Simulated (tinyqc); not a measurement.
Energy and delay of logic against supply voltage: two steps of the calculation.

One expression serves below and above threshold: I(Vg) = Ik [ln(1 + exp((Vg - VT + dd V)/(al nf Vt)))]^al, with I_on = I(V) and I_off = I(0). Gate delay td = kd C V/I_on, clock period LD td. Per gate and cycle the switching energy is act C V^2 and the leakage energy I_off V LD td. No short-circuit current, no variation. Minima are sought above 0.09 V; below a few Vt gates no longer switch and the model has no meaning.

Values chosen for this exercise; values of the order met in logic technologies:
```
symbol,value,unit,meaning
T,358,K,temperature
VT,0.43,V,threshold voltage at zero drain bias
nf,1.25,,slope factor
dd,0.09,,barrier lowering per volt of supply
Ik,0.38,uA,specific current of a gate
al,1.44,,exponent of the current law
C,0.83,fF,load capacitance of a gate
kd,1.1,,delay factor
LD,40,,logic depth
act,0.05,,activity factor
V,0.94,V,supply voltage
```

Constants: q = 1.602176634e-19 C, kB = 1.380649e-23 J/K, Vt = kB T/q. Results are converted to the units shown.

Task 1. Currents, delay and energies. I_on, I_off, td, clock frequency 1/(LD td), both energies and their sum.

Find: I_on; I_off; td; clock frequency; switching energy; leakage energy; energy.

Result 1.

I_on = 11.549 uA
I_off = 0.048892 nA
td = 74.311 ps
clock frequency = 0.33643 GHz
switching energy = 36.669 aJ
leakage energy = 0.13661 aJ
energy = 36.806 aJ

I_on/I_off = 2.36e5; leakage makes up 0.371 % of the energy.

Task 2. New V. Minimum-energy supply: E(V) is the energy per gate and cycle; with h = 0.001 V, E' = (E(V + h) - E(V - h))/(2 h), E'' = (E(V - h) - 2 E(V) + E(V + h))/h^2, V(new) = V - E'/E''.

V after iteration 2 = 0.29362431 V

Wanted: E'; E''; V after iteration 3.

Result 2.

E' = -5.262 aJ/V
E'' = 610.8 aJ/V^2
V after iteration 3 = 0.3022 V

Program tinyqc, `OMP_NUM_THREADS=1 python tinyqc.py 2082070 2082071 out.jsonl`; Intel Xeon 2.30GHz, shared host, one thread, about 0.01 s.
